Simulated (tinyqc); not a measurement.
Gain for each load and current direction: deformation-potential model of the Delta valleys of a conduction band.

Valleys with axes along x, y and z, each a pair at +k and -k. Herring-Vogt shift of a valley with unit axis a: dE = Xd tr(e) + Xu a.e.a. Non-degenerate shares n_i = exp(-dE_i/kT)/sum_j exp(-dE_j/kT). Inverse mass tensor of a valley: (1 - a a)/mt + a a/ml; the masses are taken as independent of strain.

s11 = (C11 + C12)/((C11 - C12)(C11 + 2 C12)), s12 = -C12/((C11 - C12)(C11 + 2 C12)), s44 = 1/C44; exx = s11 sxx + s12 (syy + szz) and cyclic, exy = s44 sxy/2; tension is positive. A uniaxial stress X along the unit vector n is s_ij = X n_i n_j.

Constants: kB = 8.617333262e-05 eV/K.

Values chosen for the exercise (near those of Si; shifted at random, so the results belong to these values and not to a real crystal): ml = 0.947 m0 (longitudinal mass); mt = 0.197 m0 (transverse mass); Xd = 1.13 eV (dilation potential); Xu = 9.69 eV (uniaxial potential); C11 = 164.2 GPa; C12 = 64.3 GPa; C44 = 79.8 GPa; X1 = 0.9 GPa (size of the stress); T = 300 K (temperature).

Each load has the size X1. Gain m_c(0)/m_c - 1 in per cent from repopulation alone, m_c = 1/(u.M.u), M = sum_i n_i (inverse mass tensor); biaxial means sxx = syy.

Gain (%); + is tension, - compression:
```
load                [100]  [010]  [001]  [110]  [1-10]  [111]
uniaxial [110] (+)   21.3   21.3  -42.7   21.3    21.3    0.0
uniaxial [110] (-)  -13.4  -13.4   26.8  -13.4   -13.4    0.0
uniaxial [100] (+)   34.1  -17.0  -17.0    8.5     8.5    0.0
uniaxial [100] (-)  -64.9   32.4   32.4  -16.2   -16.2    0.0
uniaxial [111] (+)    0.0    0.0    0.0    0.0     0.0    0.0
uniaxial [111] (-)    0.0    0.0    0.0    0.0     0.0    0.0
biaxial (001) (+)    32.4   32.4  -64.9   32.4    32.4    0.0
biaxial (001) (-)   -17.0  -17.0   34.1  -17.0   -17.0    0.0
```

The largest gain is +34.1 %, for uniaxial [100] (+) with the current along [100] and biaxial (001) (-) with the current along [001]; for a [110] channel it is +32.4 %, under biaxial (001) (+). No gain or loss appears under uniaxial [111]: the valleys stay equivalent (in real silicon shear also changes the masses, which this model leaves out).

tinyqc: `OMP_NUM_THREADS=1 python tinyqc.py 1050367 1050368 out.jsonl`; about 0.01 s, one thread, shared Intel(R) Xeon(R) Processor @ 2.30GHz.
